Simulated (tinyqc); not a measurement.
Ballistic conductance of a hard-wall strip of a two-dimensional electron gas by counting modes: conductance against size.

Subband edges E_n = C (n pi/W)^2/m, n = 1, 2, ...; C = hbar^2/(2 m0). Every mode transmits fully; spin gives the factor 2 in 2 q^2/h, valleys the factor gv.

G = (2 q^2/h) gv M; at zero temperature M counts the edges below Ef, at T it is the sum of degeneracy times f. The smooth (Sharvin) count is kF W/pi, kF = sqrt(m Ef/C), and with the boundary term kF W/pi - 1/2. f = 1/(1 + exp((E_n - Ef)/Vt)).

Inputs (values chosen for the exercise):
- T = 300 K (temperature)
- m = 0.023 m0 (mass)
- gv = 1 (valleys)
- Ef = 0.052 eV (Fermi energy above the 2D band edge)

Constants: q = 1.602176634e-19 C, kB = 1.380649e-23 J/K, hbar = 1.054571817e-34 J s, h = 6.62607015e-34 J s, m0 = 9.1093837015e-31 kg, Vt = kB T/q, hbar^2/(2 m0) = 0.0380998212 eV nm^2. Results are converted to the units shown.

Conductance against size:

| W (nm) | M at T = 0 | M at T | smooth count | with boundary term | G (uS) |
|---|---|---|---|---|---|
| 45.5 | 2 | 1.915 | 2.566 | 2.066 | 148.3 |
| 67 | 3 | 3.028 | 3.779 | 3.279 | 234.6 |
| 88.4 | 4 | 4.136 | 4.985 | 4.485 | 320.4 |
| 109.8 | 6 | 5.243 | 6.192 | 5.692 | 406.3 |
| 131.3 | 7 | 6.357 | 7.405 | 6.905 | 492.5 |
| 152.8 | 8 | 7.470 | 8.617 | 8.117 | 578.8 |
| 174.2 | 9 | 8.578 | 9.824 | 9.324 | 664.6 |
| 195.7 | 11 | 9.691 | 11.04 | 10.54 | 750.8 |
| 217.1 | 12 | 10.80 | 12.24 | 11.74 | 836.7 |
| 238.5 | 13 | 11.91 | 13.45 | 12.95 | 922.5 |
| 260 | 14 | 13.02 | 14.66 | 14.16 | 1009 |

The integer count climbs from 2 to 14 in steps, and G from 148 to 1010 uS. In the last row M at T is 11 % below the smooth count and 8.1 % below the count with the boundary term: hard walls push the wave away from the edge and cost modes. The largest gap between M at T and the integer count is 1.3.

Computed by the program tinyqc: `OMP_NUM_THREADS=1 python tinyqc.py 2740040 2740041 out.jsonl`, one thread of a shared Intel Xeon 2.30GHz, about 0.04 s for the whole run.
